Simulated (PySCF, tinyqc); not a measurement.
Worked calculation: CCSD on RHF in the sto-3g basis, for H4, spin multiplicity 1. The lowest restricted solution is unstable here: a spin-polarised one lies 0.0145 hartree lower (PySCF). One step of it, computed by the program tinyqc.

Question. Iteration 2 (converged): orbitals. Diagonalise F' = X^T F X, C = X C', fill 2 alpha and 2 beta electrons from the bottom; D = 2 C_occ C_occ^T. Each column has its largest component positive (the first on a tie).

converged F (hartree), lower triangle:
```
           1H 1s      2H 1s      3H 1s      4H 1s
1H 1s  -0.248576
2H 1s  -0.467198  -0.248576
3H 1s  -0.228610  -0.193284  -0.248576
4H 1s  -0.193284  -0.228610  -0.467198  -0.248576
```

X, lower triangle:
```
           1H 1s      2H 1s      3H 1s     4H 1s
1H 1s   1.125830
2H 1s  -0.261060   1.125830
3H 1s  -0.154117   0.007393   1.125830
4H 1s   0.007393  -0.154117  -0.261060  1.125830
```

Give: F' = X^T F X; orbital energies; coefficients C; D after iteration 2.

Answer.

F' = X^T F X (hartree), lower triangle:
```
         1        2        3        4
1  -0.0008
2  -0.4428  -0.0008
3  -0.1549   0.0119  -0.0008
4   0.0119  -0.1549  -0.4428  -0.0008
```

orbital energies (hartree): MO1 -0.5866, MO2 -0.3007, MO3 0.2752, MO4 0.6088

coefficients C:
```
          MO1      MO2      MO3      MO4
1H 1s  0.3590   0.5057   0.6127   0.7742
2H 1s  0.3590   0.5057  -0.6127  -0.7742
3H 1s  0.3590  -0.5057   0.6127  -0.7742
4H 1s  0.3590  -0.5057  -0.6127   0.7742
```

D after iteration 2, lower triangle:
```
         1H 1s    2H 1s   3H 1s   4H 1s
1H 1s   0.7694
2H 1s   0.7694   0.7694
3H 1s  -0.2538  -0.2538  0.7694
4H 1s  -0.2538  -0.2538  0.7694  0.7694
```
